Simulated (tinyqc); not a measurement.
MOSFET in the linear regime without short-channel effects, parameter extraction from computed curves: extraction methods against the source plus drain resistance.

Inversion charge Q = Cox n Vt W0(exp((Vg - VT)/(n Vt))), W0 the Lambert function and n = nf; u = Q/Cox; mobility mu = mu0/(1 + th1 u + th2 u^2); channel resistance Rch = (L - dL)/(W mu Q); Id = Vd/(Rch + Rsd/W). Cox = eps0 eox/tox. Small Vd, no channel-length or drain effects.

From the continuous curve Id(Vg): tangent at peak gm (V_ext = Vg - Id/gm); constant current Id = 0.1 uA W/L; peak of d2Id/dVg2; Y = Id/sqrt(gm) drawn through Vg = VT + 0.6 and VT + 0.8 V, with intercept VT_Y and slope s. Mobilities gm,max L/(W Cox Vd) and s^2 L/(W Cox Vd) with the drawn L. Last column: share of Rsd/W in the total resistance at VT + 0.8 V.

Parameters, values chosen for the exercise; channel values of the order met in silicon transistors: temperature T = 300 K; relative permittivity of the gate insulator (close to aluminium oxide) eox = 8.81; insulator thickness tox = 5.2 nm; low-field mobility mu0 = 100 cm^2/(V s); first mobility attenuation factor th1 = 0.2 1/V; second mobility attenuation factor th2 = 0.16 1/V^2; threshold voltage VT = 0.66 V; body factor nf = 1.34; gate width W = 1 um; drawn gate length L = 1.4 um; drawn less effective length dL = 0.013 um; drain voltage Vd = 0.025 V.

Constants: q = 1.602176634e-19 C, kB = 1.380649e-23 J/K, Vt = kB T/q, eps0 = 8.8541878128e-14 F/cm where lengths are in cm. Results are converted to the units shown.

Results:

| Rsd (ohm um) | V_ext (V) | constant current (V) | second derivative (V) | VT_Y (V) | mobility from gm (cm^2/(V s)) | mobility from Y (cm^2/(V s)) | series share (%) |
|---|---|---|---|---|---|---|---|
| 0 | 0.674 | 0.677 | 0.651 | 0.744 | 78.2 | 108 | 0 |
| 50 | 0.674 | 0.677 | 0.651 | 0.744 | 78.1 | 108 | 0.308 |
| 100 | 0.674 | 0.677 | 0.651 | 0.744 | 77.9 | 108 | 0.615 |
| 200 | 0.673 | 0.677 | 0.651 | 0.744 | 77.5 | 108 | 1.22 |
| 400 | 0.672 | 0.677 | 0.651 | 0.744 | 76.8 | 108 | 2.42 |
| 1500 | 0.666 | 0.678 | 0.650 | 0.744 | 73.5 | 108 | 8.49 |

Estimate the missing row, Rsd = 800 ohm um.

Computed row:

| Rsd (ohm um) | V_ext (V) | constant current (V) | second derivative (V) | VT_Y (V) | mobility from gm (cm^2/(V s)) | mobility from Y (cm^2/(V s)) | series share (%) |
|---|---|---|---|---|---|---|---|
| 800 | 0.670 | 0.677 | 0.651 | 0.744 | 75.6 | 108 | 4.72 |

With this row back in the table: The model has VT = 0.66 V and mu0 = 100 cm^2/(V s). Over the table the extracted thresholds move by 8.0 mV (tangent), under 0.5 mV (constant current), 1.0 mV (second derivative), under 0.5 mV (Y function). The mobility from gm falls from 78.2 to 73.5 and that from Y stays near 108 cm^2/(V s). Y cancels the series resistance, which multiplies Id and sqrt(gm) by the same factor.

Program tinyqc, `OMP_NUM_THREADS=1 python tinyqc.py 2210162 2210163 out.jsonl`; Intel Xeon 2.30GHz, shared host, one thread, about 0.01 s.
